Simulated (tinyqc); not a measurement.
One-electron ion in a basis of Gaussians, step by step. Computed by tinyqc, a small Python program that keeps every step. Settings: Z = 5, l = 0. Command: `OMP_NUM_THREADS=1 python tinyqc.py 30206 30207 out.jsonl` (the two numbers bound the seeds that draw the settings). One thread of a shared host (Intel(R) Xeon(R) Processor @ 2.60GHz), about 0.01 s of CPU time with the checks.

## Matrices over normalised Gaussians

exponents of r^l exp(-a r^2) (1/bohr^2): 2.60700  12.15000  56.65000  264.10000

Z = 5

l = 0

With p = a_i + a_j and I(k) = Gamma((k+1)/2) / (2 p^((k+1)/2)): S = I(2l+2), T = (2l+3) a_i a_j S / p, V = -Z I(2l+1), each divided by sqrt(S_ii S_jj).

S, lower triangle:
```
         1        2        3        4
1  1.00000
2  0.66617  1.00000
3  0.26269  0.66603  1.00000
4  0.08728  0.26263  0.66607  1.00000
```

T (hartree), lower triangle:
```
         1         2         3          4
1  3.91050
2  4.28969  18.22500
3  1.96410  19.98957  84.97500
4  0.67596   9.15195  93.20606  396.15000
```

V (hartree), lower triangle:
```
           1          2          3           4
1  -12.88281
2  -14.43810  -27.81174
3  -11.40870  -31.16835  -60.05373
4   -8.04207  -24.62784  -67.30226  -129.66545
```

## Generalised eigenproblem

H = T + V (hartree), lower triangle:
```
           1          2         3          4
1   -8.97231
2  -10.14840   -9.58674
3   -9.44460  -11.17877  24.92127
4   -7.36611  -15.47589  25.90380  266.48455
```

Solve H C = S C e through S^(-1/2); each column has its largest component positive (the first on a tie).

eigenvalues of S: 0.12684  0.40384  1.11985  2.34947

eigenvalues (hartree): -12.44692  2.17346  72.75082  481.17542

coefficients:
```
         1         2         3         4
1  0.50322   1.23599   0.49189  -0.17614
2  0.52335  -1.12602  -1.38206   0.57823
3  0.10395  -0.05032   1.44979  -1.29239
4  0.02149  -0.02837  -0.04311   1.43184
```

For Z = 5 and l = 0 the exact lowest level is -Z^2/(2 n^2) with n = l + 1: -12.500000 hartree.
